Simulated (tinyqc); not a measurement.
Inside a calculation. Method: exchange-only LDA atom on a uniform radial grid, spin-unpolarised, for Be(2+). Computed by tinyqc, a small Python program that keeps every step. Settings: Z = 4, points = 192, R = 5.7, functional = Slater exchange alone, mixing = 0.2, iteration cap = 62. Command: `OMP_NUM_THREADS=1 python tinyqc.py 25129 25130 out.jsonl` (the two numbers bound the seeds that draw the settings). One thread of a shared host (Intel(R) Xeon(R) Processor @ 2.60GHz), about 0.5 s of CPU time with the checks.

Spherical atom on a uniform radial grid r_j = j h with h = R/(N + 1), h sum u^2 = 1 and integrals as h times sums, u(0) = u(R) = 0 (atomic units):
```
parameter,value
Z,4
points N,192
R,5.700000
h,0.029534
mixing,0.200000
electrons in 1s,2
```

Three-point differences turn -u''/2 + [l(l+1)/2r^2 - Z/r + V] u = e u into a tridiagonal matrix (diagonal 1/h^2 + potential, off-diagonal -1/2h^2). D = sum f u^2; the Hartree potential y/r solves y'' = -D/r with y(0) = 0, y(R) = N_e; v_xc comes from rho = D/(4 pi r^2); E = sum f e - int D V + int D (V_H/2 + eps_xc); V(new) = V + mixing (V_H + v_xc - V).

Stop when input and output potentials agree to 1e-7.

Course of the cycle (hartree):
```
iteration,E,e(1s),largest |V(out) - V(in)|
1,-13.09085967,-7.972281,4.88e+00
2,-13.14635410,-7.262011,3.80e+00
3,-13.18219784,-6.707417,2.96e+00
4,-13.20501153,-6.274061,2.30e+00
5,-13.21934635,-5.935203,1.78e+00
6,-13.22825459,-5.670063,1.39e+00
7,-13.23373917,-5.462476,1.08e+00
8,-13.23708986,-5.299855,8.36e-01
9,-13.23912394,-5.172392,6.49e-01
10,-13.24035247,-5.072436,5.04e-01
11,-13.24109145,-4.994012,3.91e-01
...,...,...,...
52,-13.24219089,-4.705779,2.27e-05
53,-13.24219089,-4.705775,1.80e-05
54,-13.24219089,-4.705772,1.44e-05
55,-13.24219089,-4.705770,1.14e-05
56,-13.24219089,-4.705768,9.11e-06
57,-13.24219089,-4.705766,7.25e-06
58,-13.24219089,-4.705765,5.78e-06
59,-13.24219089,-4.705764,4.60e-06
60,-13.24219089,-4.705763,3.67e-06
61,-13.24219089,-4.705762,2.92e-06
62,-13.24219089,-4.705762,2.33e-06
```

Can the last value be used, and what does the course show?

Not by the stop rule, although the second column moves by less than 1e-07 over the last three steps; and the uniform grid itself carries an error of order h^2 at the cusp, far above the threshold. Not converged within 62 iterations: the residual falls steadily but slowly, by a factor of about 0.80 a step. Reruns (cap 100 unless said): mixing 0.3: converged in 48; mixing 0.6: converged in 20; the original settings with a cap of 400: converged in 76. Even converged, this uniform grid resolves the cusp poorly and misses the energy of the atom.
